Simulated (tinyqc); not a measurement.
X-ray reflectivity of a thin film on silicon: critical angles, Parratt recursion, fringes and roughness: one step, computed by the program tinyqc.

n = 1 - delta + i beta; the classical electron radius is r_e = 2.8179403e-6 nm. Layer 0 is vacuum, 1 the film, 2 the substrate.

Question. Fringe period, contrast and decay. Far above the critical angle the period is d theta = lambda/(2 d), or 2 pi/d in q; the envelope runs between (|r_01| - |r_12 p|)^2 and (|r_01| + |r_12 p|)^2; contrast = 2 a b/(a^2 + b^2) with a = |r_01|, b = |r_12 p|; roughness factors on the amplitudes are about exp(-q^2 sigma^2/2).

Inputs (values chosen for the exercise, modelled on ruthenium on silicon, copper K-alpha radiation):
```
quantity                              value  unit
wavelength lambda                   0.15406    nm
film thickness d                       72.9    nm
roughness of the surface sigma_1       0.54    nm
roughness of the interface sigma_2     0.47    nm
```

1000 r_01 = 19.16599-1.92002i

1000 r_12 = -17.04200+2.04587i

p = 0.3930323-0.2069788i

q = 4 pi sin(theta)/lambda = 1.921724 1/nm

Give: period in theta; period in q; contrast; roughness factor, surface; roughness factor, interface.

Answer.

period in theta = 0.06054 degrees

period in q = 0.08619 1/nm

contrast = 0.6844

roughness factor, surface = 0.5837

roughness factor, interface = 0.6650
